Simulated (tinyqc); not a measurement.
## Doping and thickness from pinch-off voltage and conductance

Problem. A uniform channel has Vp = q Nd a^2/(2 eps0 eps_r) and G0 = q mu Nd a W/L. Find a and Nd.

Values chosen for this exercise; material values close to those of gallium arsenide:
- eps_r = 12.8 (relative permittivity of the semiconductor)
- mu = 4200 cm^2/(V s) (low-field mobility at this doping)
- L = 5 um (gate length)
- W = 200 um (gate width)

Constants: q = 1.602176634e-19 C, eps0 = 8.8541878128e-14 F/cm where lengths are in cm. Results are converted to the units shown.

Vp = 1.5394996 V
G0 = 26.647402 mS

Answer. G0 gives the product Nd a and Vp gives Nd a^2; their ratio is a.

a = 220.0 nm
Nd = 4.500e16 cm^-3

Numbers from tinyqc (`OMP_NUM_THREADS=1 python tinyqc.py 2500108 2500109 out.jsonl`; about 0.06 s on one thread of a shared Intel Xeon 2.30GHz).
